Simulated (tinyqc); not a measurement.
Admittance spectroscopy of a deep trap: admittance against temperature.

Schottky contact on an n-type layer with shallow donors Nd (all ionised) and a donor-like deep trap, neutral when filled and positive when empty; depletion approximation. Traps within lam of the depletion edge stay filled. The traps at xt = W - lam, where the level crosses the Fermi level, follow a slow signal and not a fast one. w = 2 pi f.

Emission rate en = sn vth(T) Nc(T) exp(-Et/kB T) = sn g T^2 exp(-Et/kB T), g = vth Nc/(300 K)^2, as vth goes as T^0.5 and Nc as T^1.5 (degeneracy factor 1). lam = sqrt(2 eps0 eps_r (EF - ET)/(q Nd)), EF - ET = Et - (kB T/q) ln(Nc(T)/Nd), Nc(T) = Nc (T/300 K)^1.5. In the steady state at the band bending V, 2 eps0 eps_r V/q = Nd W^2 + Nt (W - lam)^2 (the second term only if W > lam). V = Vbi + Vr. C_HF = eps0 eps_r/W, C_LF = eps0 eps_r (Nd + Nt)/(Nd W + Nt xt). Inflection frequency w0 = 2 en [1 + Nt xt/(Nd W)]; C = C_HF + (C_LF - C_HF)/(1 + (w/w0)^2), G/w = (C_LF - C_HF)(w/w0)/(1 + (w/w0)^2).

Parameters, values chosen for the exercise; material values those of a made-up semiconductor: relative permittivity eps_r = 15.4; conduction-band density of states at 300 K Nc = 1.32e19 cm^-3; thermal velocity at 300 K vth = 3.7e7 cm/s; shallow donor density Nd = 9.4e14 cm^-3; built-in voltage Vbi = 0.29 V; depth of the trap below the conduction edge Et = 0.1 eV; capture cross-section sn = 5.5e-17 cm^2; trap density Nt = 9.3e14 cm^-3; reverse bias Vr = 0 V; signal frequency f = 10000 Hz.

Constants: q = 1.602176634e-19 C, kB = 1.380649e-23 J/K, eps0 = 8.8541878128e-14 F/cm where lengths are in cm. Results are converted to the units shown.

Admittance against temperature:
```
T (K)	w0/(2 pi) (Hz)	C (nF/cm^2)	G/w (nF/cm^2)
83	855.5	21.48	0.5267
87	1803	21.75	1.048
91	3578	22.35	1.836
95	6734	23.57	2.578
99	1.210e4	25.15	2.618
103	2.087e4	26.29	1.981
107	3.470e4	26.79	1.282
111	5.587e4	26.94	0.7866
115	8.740e4	26.94	0.4773
119	1.333e5	26.90	0.2898
123	1.987e5	26.83	0.1757
```

What does the table show?

G/w goes from 0.527 through a maximum of 2.62 (at T = 99 K among the rows listed) to 0.176 nF/cm^2, where w0 passes the signal: w0/(2 pi) rises from 856 to 1.99e5 Hz. C goes from 21.5 through a maximum of 26.9 (at T = 115 K among the rows listed) to 26.8 nF/cm^2. In 7 of the 11 rows T is below 110 K, where shallow donors begin to freeze out; the model keeps them ionised.

tinyqc, about 0.01 s, one thread, Intel Xeon 2.30GHz (shared host): `OMP_NUM_THREADS=1 python tinyqc.py 2050092 2050093 out.jsonl`
